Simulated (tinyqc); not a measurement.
Starting guesses with plain Roothaan steps: SCF starting guesses in the 6-311g basis, for H2+, spin multiplicity 2. Computed by the program tinyqc with PySCF. Command: `OMP_NUM_THREADS=1 python tinyqc.py 113440 113441 out.jsonl`; one thread of a shared host (Intel(R) Xeon(R) Processor @ 2.60GHz), about 0.3 s.

Geometry (angstrom):
```
atom       x       y       z
H     0.0000  0.0000  0.0000
H     0.0000  0.0000  0.6680
```

lowest solution found by these runs and by PySCF with stability checks = -0.534342 hartree

UHF with one setting changed at a time; a run stops when the energy changes by less than 1e-09 hartree and the error matrix is below 1e-5. Starts: the lowest orbitals of the core Hamiltonian, of the Wolfsberg-Helmholz matrix (K = 1.75), projected atomic densities, random orbitals, and the highest orbitals of the core Hamiltonian (a deliberately bad start).

Largest element of the error matrix X^T (FDS - SDF) X:
```
iteration     core  Wolfsberg-Helmholz  atomic densities   random  highest core orbitals
1          1.6e-15             2.4e-01           9.5e-02  2.2e-01                1.1e-14
2          2.2e-15             5.9e-02           2.7e-02  4.5e-02                3.9e-02
3                -             1.4e-02           7.1e-03  1.4e-02                1.0e-02
4                -             3.6e-03           1.9e-03  4.8e-03                2.8e-03
5                -             9.2e-04           5.2e-04  1.7e-03                7.5e-04
6                -             2.4e-04           1.4e-04  6.2e-04                2.0e-04
8                -             1.8e-05           1.0e-05  8.9e-05                1.5e-05
10               -             1.3e-06                 -  1.3e-05                1.1e-06
```

How each run ends:
```
run                    iterations  E (hartree)         state
core                            2    -0.534342  lowest found
Wolfsberg-Helmholz             10    -0.534342  lowest found
atomic densities                9    -0.534342  lowest found
random                         11    -0.534342  lowest found
highest core orbitals          10    -0.534342  lowest found
```

5 of 5 runs reach the lowest solution found, in 2 to 11 iterations (fastest: core). The first errors are 2e-15, 2e-01, 1e-01, 2e-01, 1e-14.
